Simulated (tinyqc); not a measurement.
# Activation field and prefactor from two times

Inverse problem. Merz's law: tau = t0 exp(Ea d/V). Find Ea and t0.

Inputs (values chosen for the exercise):
```
symbol  value  unit         meaning
d          15    nm  film thickness
```

tau at V = 2 and 2.8 V (ns): [866.71546, 170.05796]

Solution. ln(tau) is linear in 1/V with slope Ea d.

Ea = 7.60e3 kV/cm
t0 = 2.90 ns

tinyqc, about 0.01 s, one thread, Intel Xeon 2.30GHz (shared host): `OMP_NUM_THREADS=1 python tinyqc.py 2860109 2860110 out.jsonl`
